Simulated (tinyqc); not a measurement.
# Gap voltage and exponent from three temperatures

Inverse problem. At constant current VBE(T) = Vg0 - a T - eta (kB T/q) ln T, where a is a constant. Find Vg0, eta and dVBE/dT at the middle temperature.

Constants: q = 1.602176634e-19 C, kB = 1.380649e-23 J/K. Results are converted to the units shown.

T (K): 253  300  330
VBE at a constant current (V): 0.7291630445  0.6320099556  0.5689798873

Answer. The relation is linear in Vg0, a and eta, so three points give a linear system; the slope is (VBE - Vg0 - eta kB T/q)/T. eta rests on the curvature of VBE(T) alone, so real fits need accuracy of some tens of microvolts or better.

Vg0 = 1.181 V
eta = 3.000
dVBE/dT = -2.088 mV/K

tinyqc, about 0.03 s, one thread, Intel Xeon 2.30GHz (shared host): `OMP_NUM_THREADS=1 python tinyqc.py 2062192 2062193 out.jsonl`
